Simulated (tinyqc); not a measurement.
Band folding and unfolding in a supercell of a chain: one step. Levels and unfolding weights. Two cases, with inputs chosen for the exercise.

Task: Diagonalise and project each state on the k_m.

A chain with hopping -t and n = 4 sites a supercell. H(K) has v_j on the diagonal, -t between neighbours and -t exp(2 pi i K) on the bond that closes the cell (from the last site to the first of the next cell). The point K holds the n wave vectors k_m = (K + m)/n of the primitive zone, in 2 pi/a, m = 0 to n - 1, with E0 = -2t cos(2 pi k_m). The unfolding weight of a state c on k_m is |sum_j c_j exp(-2 pi i k_m j)|^2/n, j = 0 to n - 1.

Case 1.

Values chosen: Kq = 0.06 2 pi/(n a) (wave vector in the small zone).

H (eV):
```
                     1          2          3                    4
1            -0.720000  -0.900000          0  -0.836799+0.331312i
2            -0.900000   0.720000  -0.900000                    0
3                    0  -0.900000   0.720000            -0.900000
4  -0.836799-0.331312i          0  -0.900000            -0.720000
```

Case 2.

Values chosen: Kq = 0.34 2 pi/(n a) (wave vector in the small zone).

H (eV):
```
                    1          2          3                   4
1            0.170000  -0.600000          0  0.321496+0.506597i
2           -0.600000          0  -0.600000                   0
3                   0  -0.600000          0           -0.600000
4  0.321496-0.506597i          0  -0.600000                   0
```

Give: levels; weights.

Result:

Case 1.

levels (eV): -2.0471  -0.2935  0.2935  2.0471

weights:
```
     level 1  level 2  level 3  level 4
m=0    0.888    0.013    0.099    0.000
m=1    0.046    0.224    0.664    0.066
m=2    0.000    0.099    0.013    0.888
m=3    0.066    0.664    0.224    0.046
```

The purest state keeps 88.8 % on one k and the most mixed (level 2 and 3) 66.4 %; rows and columns each add to one.

Case 2.

levels (eV): -0.9962  -0.5671  0.6512  1.0820

weights:
```
     level 1  level 2  level 3  level 4
m=0    0.990    0.009    0.001    0.001
m=1    0.001    0.001    0.987    0.011
m=2    0.000    0.001    0.011    0.988
m=3    0.009    0.989    0.001    0.001
```

The purest state keeps 99.0 % on one k and the most mixed (level 3) 98.7 %; rows and columns each add to one.

Computed by tinyqc, one run a case: `OMP_NUM_THREADS=1 python tinyqc.py N N+1 out.jsonl` with N = 1481871, 1482086; one thread of a shared Intel(R) Xeon(R) Processor @ 2.30GHz, about 0.01 s a run at most.
